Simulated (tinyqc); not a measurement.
## Trench capacitor in an array: capacitance, non-linearity, leakage and relaxation: charge lost after writing

A film between two metal electrodes, each interface adding a series capacitance ci. The small-signal permittivity is ek (1 + aq E^2); the field is found with the linear permittivity. Leakage J = J0 sinh(E/Ef). After a voltage step the film passes a relaxation current kr C V tt^(-nr), tt being the time in seconds. The sidewall is a coaxial capacitor with radii a = dm/2 - t and b = dm/2, depth AR dm; the end face is left out.

Planar film: Cf = eps0 ek/t, 1/C = 1/Cf + 2/ci, EOT = 3.9 eps0/C, effective permittivity C t/eps0, E = (V/t) C/Cf. A capacitor written for t0 and then left open loses, as a share of C V, kr (tt^(1 - nr) - t0^(1 - nr))/(1 - nr) by relaxation and J tt/(C V) by leakage; both are taken as small, and rows far outside that range are left out.

Parameters, values chosen for the exercise; permittivity of the order of that of hafnium oxide: relative permittivity of the film ek = 19.2; film thickness t = 6.1 nm; capacitance of each electrode interface (dead layer and screening) ci = 53 uF/cm^2; quadratic field coefficient of the permittivity aq = 0.0042 cm^2/MV^2; bias V = 2 V; exponent of the relaxation current nr = 0.971; strength of the relaxation kr = 0.0005; leakage prefactor J0 = 3.3e-11 A/cm^2; field for an e-fold rise of the leakage Ef = 0.31 MV/cm; duration of the write pulse t0 = 2e-8 s.

Constants: eps0 = 8.8541878128e-14 F/cm where lengths are in cm. Results are converted to the units shown.

The same in every row: leakage current (nA/cm^2) = 236.4.

Charge lost after writing:
```
tt (s)  relaxation current (nA/cm^2)  loss by relaxation (%)  loss by leakage (%)  total loss (%)
1e-6                         1.689e6                  0.1239             4.688e-6          0.1239
1e-5                         1.806e5                  0.2036             4.688e-5          0.2037
0.0001                       1.931e4                  0.2889             4.688e-4          0.2894
0.001                           2064                  0.3800             0.004688          0.3847
0.01                           220.6                  0.4775              0.04688          0.5244
0.1                            23.59                  0.5817               0.4688           1.050
```

The two currents are equal at tt = 0.00931 s. The loss by relaxation grows from 0.124 to 0.582 %, by 0.0798 points over the first decade and 0.104 over the last, while the loss by leakage grows tenfold a decade. Relaxation is the larger loss in every row.

Program tinyqc, `OMP_NUM_THREADS=1 python tinyqc.py 2102145 2102146 out.jsonl`; Intel Xeon 2.30GHz, shared host, one thread, about 0.01 s.
